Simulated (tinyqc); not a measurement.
Inside a calculation. Model: scattering of inversion-layer electrons by surface optical phonons of the gate insulator (remote phonon scattering). Computed by tinyqc, a small Python program that keeps every step. Command: `OMP_NUM_THREADS=1 python tinyqc.py 3112903 3112904 out.jsonl sophonon walk`. One thread of a shared host (Intel(R) Xeon(R) Processor @ 2.30GHz), about 0.01 s of CPU time with the checks. Intermediate numbers are printed to about 6 digits and carried at full precision; extremes and crossings named in words are read from the listed rows.

One subband with the Fang-Howard envelope; insulator and channel are half-spaces, the gate is far away, and an interlayer only moves the polar surface away by t (its own modes and its permittivity contrast are left out).

Inputs (values chosen for the exercise, modelled on Al2O3 on silicon):
```
quantity,value,unit
static constant of the insulator eps_0s,12.7,-
intermediate constant eps_i,7.15,-
optical constant eps_inf,3.22,-
hbar omega_TO1,47.4,meV
hbar omega_TO2,73.5,meV
constant of the channel eps_s,11.7,-
in-plane mass m,0.185,m_0
valleys g_v,2,-
sheet density n,3.4e+12,1/cm^2
mean distance of the electrons z0 = 3/b,2.1,nm
interlayer thickness t,1.2,nm
temperature T,150,K
electron energy E,110,meV
mobility from other processes,250,cm^2/(V s)
```

Screening by the channel electrons: none.

Constants: k_B = 8.617333262e-05 eV/K; hbar^2/(2 m_0) = 3.80998212 eV angstrom^2; e^2/(4 pi eps_0) = 14.39964548 eV angstrom; hbar = 6.582119569e-16 eV s; e = 1.602176634e-19 C; m_0 = 9.1093837015e-31 kg.

## Surface modes and strengths

eps(w) = eps_inf + (eps_0s - eps_i) w1^2/(w1^2 - w^2) + (eps_i - eps_inf) w2^2/(w2^2 - w^2). Surface modes solve eps(w) + eps_s = 0, a quadratic in w^2; the strength of a mode is g = 2/(w d eps/dw). Occupation N = 1/(exp(hbar w/(k_B T)) - 1).

hbar omega_SO (meV): 1 52.8010, 2 84.3789

strengths g: 1 0.0078519, 2 0.0181886

occupations N: 1 0.0171133, 2 0.0014643

hbar omega g (2 N + 1) (meV): 1 0.42878, 2 1.53923

The lower mode has the larger hbar omega g N, the prefactor of absorption before the dependence on q: 0.00709 and 0.00225 meV.

## The electron gas

Density of states D = g_v m/(pi hbar^2); eta = E_F/(k_B T) = ln(exp(n/(D k_B T)) - 1); screening wave number q_s = e^2 D/(2 eps_0 eps_avg) x 1/(1 + exp(-eta)), eps_avg = (eps_s + eps_inf)/2; b = 3/z0.

D = 1.54561e+14 1/(eV cm^2)

eta = 1.50051

q_s = 1.53271 1/nm

b = 1.42857 1/nm

## Squared matrix elements

For a mode of strength g, without the occupation factor, Area x |M(q)|^2 = e^2 hbar w g/(2 eps_0 q) x (b/(b + q))^6 exp(-2 q t).

Area x |M|^2 (meV^2 nm^2):
```
q (1/nm),(b/(b + q))^6,exp(-2 q t),mode 1,mode 2
0.05,0.813501,0.886920,5.41281e+04,2.00372e+05
0.10,0.666342,0.786628,1.96615e+04,7.27832e+04
0.20,0.455587,0.618783,5.28725e+03,1.95724e+04
0.30,0.318631,0.486752,1.93921e+03,7.17859e+03
0.50,0.165195,0.301194,3.73271e+02,1.38178e+03
0.80,0.069383,0.146607,4.76944e+01,1.76556e+02
1.20,0.025769,0.056135,4.52162e+00,1.67382e+01
```

## Rates at the energy E

Approximate momentum relaxation rate, taking tau v alike in the initial and final states: 1/tau = (m/(2 pi hbar^3)) sum over modes and over absorption (N, E' = E + hbar w) and emission (N + 1, E' = E - hbar w > 0) of [(1 - f(E'))/(1 - f(E))] int_0^(2 pi) Area |M(q)|^2 (1 - cos theta) d theta, q^2 = k^2 + k'^2 - 2 k k' cos theta, f the Fermi function; 48 midpoints in theta from 0 to pi.

rates (1/ps): mode 1 absorption 0.001375, mode 1 emission 0.150194, mode 2 absorption 0.000277, mode 2 emission 0.337732

tau at E = 2042.57 fs

## Mobility

mu = (e/m) int tau E f (1 - f) dE/(k_B T int f dE), by 300 midpoints from 0 to (max(eta, 0) + 14) k_B T; Matthiessen sum with the other processes.

remote-phonon mobility = 1.06986e+06 cm^2/(V s)

total mobility = 249.942 cm^2/(V s)

loss of mobility = 0.0233621 %

Caution: a relaxation time is only an approximation for inelastic scattering, and static or no screening brackets the true dynamic screening only roughly.

## What an interlayer buys

The formulas are those given above.

Against the interlayer thickness:
```
t (nm),remote-phonon mobility (cm^2/(V s)),total (cm^2/(V s))
0.0,2.16190e+05,249.711
0.3,3.33793e+05,249.813
0.6,5.03431e+05,249.876
1.0,8.40222e+05,249.926
1.5,1.51175e+06,249.959
2.0,2.58565e+06,249.976
3.0,6.74036e+06,249.991
```

1 nm of interlayer raises the remote-phonon mobility by a factor 3.89, as exp(2 q t) with an effective q of 0.68 per nm; between 2 and 3 nm the effective q is 0.48. The total stays at 250 over the first nanometre.

Checks made by the program: sum of strengths against 1/(eps_s + eps_inf) - 1/(eps_s + eps_0s) (relative difference below 1e-10).
